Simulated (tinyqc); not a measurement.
# Interface traps from C-V curves, high-low and Terman methods: effects of single changes

MOS capacitor on an n-type substrate; psi is the band bending, negative in depletion; only majority carriers are counted. At the bending psi the Fermi level lies y = xi - psi below the conduction edge at the surface, xi = Vt ln(Nc/Nd). Dit(y) = D0 + D1 exp(-y/E1); traps fill up to the Fermi level, follow the bias and a slow signal, and do not follow a fast one. V is the gate voltage from flat band.

Inputs (values chosen for the exercise); band and dielectric values close to those of silicon:
- T = 250 K (temperature)
- eps_r = 11.8 (relative permittivity)
- Nc = 2.11e19 cm^-3 (conduction-band density of states at T)
- Nd = 2.1e17 cm^-3 (donor density)
- EOT = 2.7 nm (equivalent oxide thickness)
- D0 = 1.1e11 cm^-2 eV^-1 (trap density far from the band edge)
- D1 = 1.9e12 cm^-2 eV^-1 (band-tail density at the conduction edge)
- E1 = 0.18 eV (decay energy of the tail)

Constants: q = 1.602176634e-19 C, kB = 1.380649e-23 J/K, Vt = kB T/q, eps0 = 8.8541878128e-14 F/cm where lengths are in cm. Results are converted to the units shown.

Each table varies one quantity; the others keep the values above.

## An error in the doping read as traps

Cox = 3.9 eps0/EOT, LD = sqrt(eps0 eps_r Vt/(q Nd)), u = psi/Vt, Cd = (eps0 eps_r/(sqrt(2) LD)) |exp(u) - 1|/sqrt(exp(u) - u - 1). Ideal V0 = psi - sqrt(2) (eps0 eps_r Vt/LD) sqrt(exp(u) - u - 1)/Cox for psi < 0; the traps add dV = (q/Cox) times the integral of Dit from 0 to psi = (q/Cox) [D0 psi + D1 E1 exp(-xi/E1) (exp(psi/E1) - 1)]. 1/C_HF = 1/Cox + 1/Cd, 1/C_LF = 1/Cox + 1/(Cd + q Dit). The sample has Nd; the ideal curve is drawn with Nd (1 + e). At the true psi = -0.258 V the measured C_HF is matched to the ideal curve, which gives psi', and Dit = (Cox/q) [dV/dpsi' - 1 - Cd'(psi')/Cox], derivatives exact.

The same in every row: true Dit (cm^-2 eV^-1) = 3.710e11.

An error in the doping read as traps:
```
e      psi' (V)  apparent Dit (cm^-2 eV^-1)
-0.15   -0.2225                    2.140e12
-0.1    -0.2343                    1.486e12
-0.05   -0.2462                    8.993e11
-0.02   -0.2533                    5.759e11
0       -0.2580                    3.710e11
0.02    -0.2627                    1.741e11
0.05    -0.2698                   -1.073e11
0.1     -0.2816                   -5.423e11
0.15    -0.2935                   -9.396e11
```

The apparent Dit falls from 2.14e12 to -9.40e11 cm^-2 eV^-1, against the true 3.71e11. An error of +5 % in the doping shifts it by -4.78e11 cm^-2 eV^-1, 129 % of the true value, and a negative result appears where the assumed doping is too high.

## Effect of the oxide thickness on the signal

Same model as above.

All at psi = -0.258 V.

Results:
```
EOT (nm)  dV (mV)  C_HF (nF/cm^2)  C_LF (nF/cm^2)  (C_LF - C_HF)/Cox (%)
1.4        -11.59           245.5           292.7                  1.913
4.4        -36.41           202.3           233.3                  3.950
8          -66.21           167.1           187.7                  4.770
14         -115.9           129.5           141.5                  4.879
26         -215.2           89.31           94.87                  4.188
46         -380.7           58.86           61.23                  3.152
```

Estimate the missing row, EOT = 2.5 nm.

Computed row:
```
EOT (nm)  dV (mV)  C_HF (nF/cm^2)  C_LF (nF/cm^2)  (C_LF - C_HF)/Cox (%)
2.5        -20.69           227.7           267.7                  2.897
```

With this row back in the table: The stretch-out grows in proportion to the EOT, from -11.6 to -381 mV, so thin oxides leave Terman's method little to read; the high-low gap goes from 1.91 through a maximum of 4.88 (at EOT = 14 nm among the rows listed) to 3.15 % of Cox.

Program tinyqc, `OMP_NUM_THREADS=1 python tinyqc.py 2030156 2030157 out.jsonl`; Intel Xeon 2.30GHz, shared host, one thread, about 0.01 s.
